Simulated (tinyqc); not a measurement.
Correction of a charged-defect supercell by a model charge and potential alignment (plane-averaged potentials). Changing the width sigma_m of the model charge. Computed by tinyqc, a small Python program. Command: `OMP_NUM_THREADS=1 python tinyqc.py 3111398 3111399 out.jsonl align sweep`. One thread of a shared host (Intel(R) Xeon(R) Processor @ 2.30GHz), about 0.02 s of CPU time with the checks.

The "true" defect charge is (1 - x) q in a Gaussian of width sigma plus x q in one of width sigma_t, so the exact answer is known; the correction sees only a single model Gaussian of width sigma_m. A Gaussian of width s has the transform rho(G) = exp(-G^2 s^2/2), normalised to 1. A uniform background cancels q, so G = 0 is left out. Potentials are those felt by a unit positive charge. E_0 is the formation energy of the isolated defect, E_cell its value in the supercell, E_lat = E_iso - E_per of the model charge, C the true less the model potential far from the defect; the exact correction is E_0 - E_cell, and the error of a scheme is E_cell plus its correction less E_0.

Inputs (values chosen for the exercise, with screening close to that of 4H-SiC): defect charge q = 1 e; dielectric constant eps = 9.32; edge of the cubic cell L = 17 angstrom; width sigma of the true defect charge = 1.3 angstrom; share x of the charge in a wide tail = 0; width sigma_t of the tail = 2.5 angstrom; formation energy of the isolated defect E_0 = 3.93 eV.

Constants: e^2/(4 pi eps_0) = 14.39964548 eV angstrom.

Method:
- Periodic energy E_per = (2 pi q^2/(eps L^3)) (e^2/(4 pi eps_0)) sum_(G != 0) rho(G)^2/G^2, G = (2 pi/L)(n1, n2, n3), |n_i| <= 16. Isolated energy: two Gaussians of charges q_a, q_b and widths a, b interact by q_a q_b (e^2/(4 pi eps_0 eps)) sqrt(2/pi)/sqrt(a^2 + b^2), and the self-energy is half the sum over pairs.
- Supercell value E_cell = E_0 + E_per - E_iso for the true charge.
- E_lat = E_iso - E_per for the model charge; point-charge value alpha q^2 e^2/(4 pi eps_0 eps 2 L) with alpha = 2.837297.
- Plane-averaged potential at distance z from the defect: V(z) = (4 pi q/(eps L^3)) (e^2/(4 pi eps_0 e)) sum_(m != 0) rho(G_m) cos(G_m z)/G_m^2, G_m = 2 pi m/L, |m| <= 40.
- C = difference at z = L/2; E_corr = E_cell + E_lat - q C. For charges that have died out at L/2, C = (2 pi q/(eps L^3)) (e^2/(4 pi eps_0 e)) (<s^2> - sigma_m^2), <s^2> = (1 - x) sigma^2 + x sigma_t^2.

One run for each value; columns: (1) width sigma_m of the model charge (angstrom); (2) E_lat (eV); (3) alignment C (V); (4) error without alignment (meV); (5) error with alignment (rounded to 1e-4 meV) (meV):
```
(1)       (2)         (3)          (4)  (5)
0.85  0.12750   0.0019117   1.9117e+00    0
0.97  0.12707   0.0014802   1.4802e+00    0
1.10  0.12654   0.0009484   9.4844e-01    0
1.20  0.12609   0.0004940   4.9398e-01    0
1.30  0.12559   0.0000000  -3.0000e-08    0
1.50  0.12449  -0.0011065  -1.1065e+00    0
1.60  0.12387  -0.0017190  -1.7190e+00    0
1.70  0.12322  -0.0023711  -2.3711e+00    0
```

Over the rows, E_lat (eV) falls from 0.128 to 0.123 (exponent d ln y / d ln x -0.026 between the first rows and -0.087 between the last); alignment C (V) falls from 0.00191 to -0.00237; error without alignment (meV) falls from 1.91 to -2.37. E_lat and q C each change with the model width, by 4 and 4 meV over the rows, while the aligned error changes by 0.0 meV.
